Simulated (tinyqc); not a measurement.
CCSD on RHF in the 6-31g basis, for H3+, spin multiplicity 1, step by step. One step of it, computed by the program tinyqc.

Problem. CCSD: starting amplitudes. t_ij^ab = <ij||ab> / (e_i + e_j - e_a - e_b), whose energy is MP2.

orbital energies (hartree): MO1 -1.067706, MO2 -0.357357, MO3 0.010927, MO4 0.513727, MO5 0.602602, MO6 1.002475

Two-electron integrals over orbitals (pq|rs), unique and non-zero (hartree):
```
(11|11) 0.624251    (21|21) 0.121322    (22|11) 0.472509    (22|22) 0.457594
(31|11) 0.093269    (31|22) 0.008866    (31|31) 0.052175    (32|21) -0.072995
(32|32) 0.081358    (33|11) 0.380547    (33|22) 0.360351    (33|31) 0.012537
(33|33) 0.338579    (41|11) -0.096996   (41|22) -0.072980   (41|31) -0.015837
(41|33) -0.040224   (41|41) 0.058948    (42|21) -0.058063   (42|32) 0.028364
(42|42) 0.046104    (43|11) -0.004354   (43|22) 0.015060    (43|31) -0.011963
(43|33) 0.001965    (43|41) 0.004199    (43|43) 0.010310    (44|11) 0.478188
(44|22) 0.404980    (44|31) 0.044972    (44|33) 0.325231    (44|41) -0.050691
(44|43) 0.008641    (44|44) 0.421730    (51|21) -0.072032   (51|32) 0.026059
(51|42) 0.050220    (51|51) 0.060586    (52|11) -0.129349   (52|22) -0.108812
(52|31) -0.013382   (52|33) -0.037671   (52|41) 0.056850    (52|43) -0.009779
(52|44) -0.093151   (52|52) 0.088422    (53|21) -0.022993   (53|32) 0.039609
(53|42) -0.003541   (53|51) -0.004164   (53|53) 0.038672    (54|21) 0.100358
(54|32) -0.058408   (54|42) -0.055217   (54|51) -0.066683   (54|53) -0.014361
(54|54) 0.094768    (55|11) 0.444567    (55|22) 0.431743    (55|31) 0.008570
(55|33) 0.338236    (55|41) -0.077427   (55|43) 0.013198    (55|44) 0.391212
(55|52) -0.113376   (55|55) 0.430010    (61|11) -0.078068   (61|22) 0.025188
(61|31) -0.064070   (61|33) -0.019436   (61|41) 0.014035    (61|43) 0.026165
(61|44) -0.015049   (61|52) -0.020687   (61|55) 0.031304    (61|61) 0.112807
(62|21) 0.076993    (62|32) -0.038745   (62|42) -0.049811   (62|51) -0.057415
(62|53) 0.005919    (62|54) 0.072162    (62|62) 0.068104    (63|11) -0.147557
(63|22) -0.073608   (63|31) -0.045934   (63|33) -0.041688   (63|41) 0.043550
(63|43) 0.006774    (63|44) -0.087690   (63|52) 0.050384    (63|55) -0.064513
(63|61) 0.049823    (63|63) 0.071613    (64|11) 0.016787    (64|22) -0.047410
(64|31) 0.039183    (64|33) -0.005572   (64|41) 0.014019    (64|43) -0.018202
(64|44) -0.006034   (64|52) 0.038055    (64|55) -0.056488   (64|61) -0.074926
(64|63) -0.019431   (64|64) 0.064710    (65|21) -0.101923   (65|32) 0.072567
(65|42) 0.061211    (65|51) 0.067444    (65|53) 0.020987    (65|54) -0.096465
(65|62) -0.075131   (65|65) 0.110259    (66|11) 0.608480    (66|22) 0.465730
(66|31) 0.089588    (66|33) 0.386279    (66|41) -0.121495   (66|43) -0.011129
(66|44) 0.464899    (66|52) -0.133364   (66|55) 0.449631    (66|61) -0.094049
(66|63) -0.156206   (66|64) 0.019018    (66|66) 0.643481
```

Give: Starting amplitudes; correlation energy.

Solution.

Starting amplitudes (spin orbitals 1a, 1b, ...; amplitudes related by a flip of all spins are not repeated):
```
from      to          t
1a 1b  2a 2b     -0.085
1a 1b  2a 5b      0.030
1a 1b  6a 6b     -0.027
1a 1b  3a 3b     -0.024
1a 1b  3a 6b      0.020
1a 1b  4a 4b     -0.019
1a 1b  5a 5b     -0.018
1a 1b  3a 4b      0.006
1a 1b  4a 6b  -3.84e-03
```

correlation energy = -0.02416 hartree
